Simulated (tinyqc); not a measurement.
Worked calculation: Hueckel theory of the pi electrons, for the molecule [CH2+]c1ccccc1 (SMILES; centres numbered as the heavy atoms are written). One step of it, computed by the program tinyqc.

Problem. Orbitals. Diagonalise; E = alpha + x beta with beta < 0, so the largest x are filled first; degenerate levels share their electrons. P = sum n_i c_ri c_si; each orbital has its largest coefficient positive (the first on a tie).

Hueckel matrix in units of beta (H = alpha + beta A), lower triangle:
```
          1C        2C        3C        4C        5C        6C        7C
1C  0.000000
2C  1.000000  0.000000
3C  0.000000  1.000000  0.000000
4C  0.000000  0.000000  1.000000  0.000000
5C  0.000000  0.000000  0.000000  1.000000  0.000000
6C  0.000000  0.000000  0.000000  0.000000  1.000000  0.000000
7C  0.000000  1.000000  0.000000  0.000000  0.000000  1.000000  0.000000
```

pi electrons, sum of z_r less the charge = 6

Give: x values; occupations; coefficients; charge and bond-order matrix P.

Solution.

x values: 2.1010  1.2593  1.0000  0.0000  -1.0000  -1.2593  -2.1010

occupations: 2.0000  2.0000  2.0000  0.0000  0.0000  0.0000  0.0000

coefficients:
```
       MO1      MO2      MO3      MO4      MO5      MO6      MO7
1C  0.2380  -0.3971   0.0000   0.7559   0.0000  -0.3971  -0.2380
2C  0.5000  -0.5000   0.0000   0.0000   0.0000   0.5000   0.5000
3C  0.4063  -0.1163   0.5000  -0.3780   0.5000  -0.1163  -0.4063
4C  0.3536   0.3536   0.5000   0.0000  -0.5000  -0.3536   0.3536
5C  0.3366   0.5615   0.0000   0.3780   0.0000   0.5615  -0.3366
6C  0.3536   0.3536  -0.5000   0.0000   0.5000  -0.3536   0.3536
7C  0.4063  -0.1163  -0.5000  -0.3780  -0.5000  -0.1163  -0.4063
```

charge and bond-order matrix P, lower triangle:
```
         1C       2C       3C       4C      5C      6C      7C
1C   0.4286
2C   0.6350   1.0000
3C   0.2857   0.5226   0.8571
4C  -0.1125   0.0000   0.7050   1.0000
5C  -0.2857  -0.2250   0.1429   0.6350  0.8571
6C  -0.1125   0.0000  -0.2950   0.0000  0.6350  1.0000
7C   0.2857   0.5226  -0.1429  -0.2950  0.1429  0.7050  0.8571
```
